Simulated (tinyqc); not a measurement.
## Threshold of a short bulk MOSFET: charge sharing, barrier lowering, narrow width: effect of the gate width

n-channel device on a p-type body, depletion approximation, full ionisation. Uniform doping N = Na. Vbi from Boltzmann statistics is rough for the degenerate source. Cox = eps0 eox/tox.

ni = sqrt(Nc Nv) exp(-Eg/(2 Vt)), Eg in volts; 2 pB = 2 Vt ln(N/ni); flat band Vfb - Vt ln(N/Na); Wd = sqrt(2 eps0 eps_r (2 pB - Vbs)/(q N)); body term q N Wd/Cox; long-channel VT0 = flat band + 2 pB + body term; Vbi = Vt ln(N Nsd/ni^2); scale length l = sqrt((eps_r/eox) tox Wd). Charge sharing (trapezoid; it ignores Vds): F = (xj/L)(sqrt(1 + 2 Wd/xj) - 1), lowering = body term times F. Barrier lowering: th = exp(-L/(2 l)) + 2 exp(-L/l), lowering = th [2 (Vbi - 2 pB) + Vds], DIBL = th. Narrow width: rise = body term times xw Wd/W. VT by each model = VT0 - lowering + rise. DIBL under 0.001 mV/V is printed as 0.

Values chosen for this exercise; band and dielectric values close to those of silicon: temperature T = 300 K; band gap Eg = 1.11 eV; relative permittivity eps_r = 11.9; conduction-band density of states at T Nc = 2.79e19 cm^-3; valence-band density of states at T Nv = 2.68e19 cm^-3; relative permittivity of the gate insulator (close to silicon nitride) eox = 7.4; insulator thickness tox = 6.5 nm; channel doping Na = 4.2e17 cm^-3; source and drain doping Nsd = 1e20 cm^-3; flat-band voltage for the doping Na Vfb = -0.83 V; junction depth xj = 150 nm; body-source voltage Vbs = 0 V; drain-source voltage Vds = 1.2 V; shape factor of the fringing depletion at the width edges xw = 0; channel length L = 170 nm.

Constants: q = 1.602176634e-19 C, kB = 1.380649e-23 J/K, Vt = kB T/q, eps0 = 8.8541878128e-14 F/cm where lengths are in cm. Results are converted to the units shown.

Effect of the gate width:
```
W (nm)	N (cm^-3)	VT0 (V)	L/l	F	DIBL (mV/V)	VT, charge sharing (V)	VT, barrier lowering (V)
40	4.2000e17	0.41732	7.2285	0.26996	28.388	0.32196	0.37522
74	4.2000e17	0.41732	7.2285	0.26996	28.388	0.32196	0.37522
140	4.2000e17	0.41732	7.2285	0.26996	28.388	0.32196	0.37522
250	4.2000e17	0.41732	7.2285	0.26996	28.388	0.32196	0.37522
470	4.2000e17	0.41732	7.2285	0.26996	28.388	0.32196	0.37522
870	4.2000e17	0.41732	7.2285	0.26996	28.388	0.32196	0.37522
1600	4.2000e17	0.41732	7.2285	0.26996	28.388	0.32196	0.37522
3000	4.2000e17	0.41732	7.2285	0.26996	28.388	0.32196	0.37522
```

As W goes from 40 to 3000, VT0 stays at 0.417 V, DIBL stays at 28.4 mV/V, F stays at 0.270 and VT by barrier lowering stays at 0.375 V. The width enters only through the rise xw Wd/W.

Computed by the program tinyqc: `OMP_NUM_THREADS=1 python tinyqc.py 2002154 2002155 out.jsonl`, one thread of a shared Intel Xeon 2.30GHz, about 0.01 s for the whole run.
